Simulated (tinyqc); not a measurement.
# Out-diffusion of a doped substrate or buried layer into a growing epitaxial film, step by step

A worked calculation. Computed by tinyqc, a small Python program that keeps every step. Command: `OMP_NUM_THREADS=1 python tinyqc.py 3021987 3021988 out.jsonl buried walk`. One thread of a shared host (Intel(R) Xeon(R) Processor @ 2.30GHz), about 0.01 s of CPU time with the checks. Intermediate numbers are printed to about 6 digits and carried at full precision; extremes and crossings named in words are read from the listed rows.

x is counted from the original substrate surface into the film, whose surface moves as x = v t. Substrate dopant has one diffusivity; the dopant of the film is taken as uniform.

Inputs (values chosen for the exercise, modelled on antimony in silicon): prefactor D0 = 4.67 cm^2/s; activation energy E = 3.85 eV; substrate concentration C_s = 2.4e+19 1/cm^3; film doping C_e = 1.8e+16 1/cm^3; growth rate v = 0.056 um/min; film thickness d = 3.7 um; growth temperature T = 1150 C; autodoping level at the start, as a share of C_s = 0.0005; decay length of autodoping = 0.4 um; later thermal budget (Dt)2 = 2.1e-10 cm^2.

Film doping: opposite type.

Constants: k_B = 8.617333262e-05 eV/K.

## Scales

D = D0 exp(-E/(k_B T)); growth time t = d/v; l = 2 sqrt(D t); growth number G = v t/l = d/l; 1 um = 1e-4 cm. Temperatures in kelvin are T(C) + 273.15.

diffusivity D = 1.08486e-13 cm^2/s

growth time t = 66.0714 min

length l = 0.414762 um

growth number G = 8.92077

The surface outruns diffusion, so the film acts as an infinite medium.

## Moving boundary against the simple erfc

For a surface that grows from dopant-free material and loses none by evaporation, with u = x/l and s = G - u: C/C_s = (1/2) [erfc(u) + (1 + 4 G (G + s)) exp(4 G s) erfc(G + s) - (4G/sqrt(pi)) exp(-u^2)]; for large G it tends to (1/2) erfc(u). Early in the growth G = sqrt(v x_s/(4 D)) for the thickness x_s reached so far; rows give C at the interface (u = 0) and at the surface (u = G).

The first stage of growth:
```
G     C/C_s at the interface  C at the surface (1/cm^3)  simple erfc there (1/cm^3)    ratio  thickness x_s (nm)
0.10                0.824033                1.90457e+19                 1.06504e+19  1.78826         4.64940e-01
0.25                0.679673                1.31791e+19                 8.68408e+18  1.51762         2.90588e+00
0.50                0.577186                6.71661e+18                 5.75400e+18  1.16729         1.16235e+01
0.75                0.538076                3.15830e+18                 3.46613e+18  0.91119         2.61529e+01
1.00                0.520901                1.36296e+18                 1.88759e+18  0.72206         4.64940e+01
1.50                0.507942                1.92630e+17                 4.06738e+17  0.47360         1.04612e+02
2.00                0.503733                1.83755e+16                 5.61328e+16  0.32736         1.85976e+02
2.50                0.502020                1.15540e+15                 4.88342e+15  0.23660         2.90588e+02
3.00                0.501207                4.70469e+13                 2.65086e+14  0.17748         4.18446e+02
```

At the interface the value falls from 0.824 towards 1/2 as G grows; among these rows it is within 1 % of 1/2 from G = 2 on. At the surface the ratio to the simple erfc goes from 1.788 to 0.177: a fixed wall would double the value, while fresh undoped material dilutes a fast-moving surface. The surface value drops below C_e = 1.8e16 by the row at 291 nm; the finished film has G = 8.92. Caution: rows with a thickness or a length l = x_s/G below about 1 nm are formal for a continuum model.

## Transition width

After growth and the later budget: l2 = 2 sqrt(D t + (Dt)2); C(x) = (C_s/2) erfc(x/l2) + share x C_s exp(-x/decay length) for x > 0 (autodoping taken as unchanged by the later budget). The transition x_t solves C(x) = C_e, the metallurgical junction. Usable film = d - x_t. Also give x_t for the erfc term alone, after growth and after the later budget.

length l2 = 0.505992 um

x_t after growth, erfc alone = 0.931075 um

x_t after the later budget, erfc alone = 1.13587 um

x_t with autodoping = 1.13995 um

usable film = 2.56005 um

Solid-state diffusion sets the transition. The later budget is 0.49 times that of the growth. Caution: the substrate doping is comparable to or above the intrinsic density at growth temperature, so the diffusivity may be higher on that side.

## Profile in the film

Positions are 0.05, 0.2, 0.4, 0.6, 0.8, 1, 1.25 and 1.5 of x_t with autodoping (any beyond the film thickness are formal); net doping = |C - C_e|.

Concentrations (1/cm^3):
```
x/x_t   x (um)    diffusion   autodoping   net doping
0.05   0.05700  1.04812e+19  1.04063e+16  1.04736e+19
0.20   0.22799  6.28781e+18  6.78648e+15  6.27660e+18
0.40   0.45598  2.43012e+18  3.83803e+15  2.41596e+18
0.60   0.68397  6.71057e+17  2.17056e+15  6.55227e+17
0.80   0.91196  1.29689e+17  1.22754e+15  1.12917e+17
1.00   1.13995  1.73058e+16  6.94221e+14            0
1.25   1.42494  8.17986e+14  3.40468e+14  1.68415e+16
1.50   1.70992  2.11277e+13  1.66977e+14  1.78119e+16
```

Checks made by the program: conservation of dopant by the moving-boundary solution (relative difference below 1e-10).
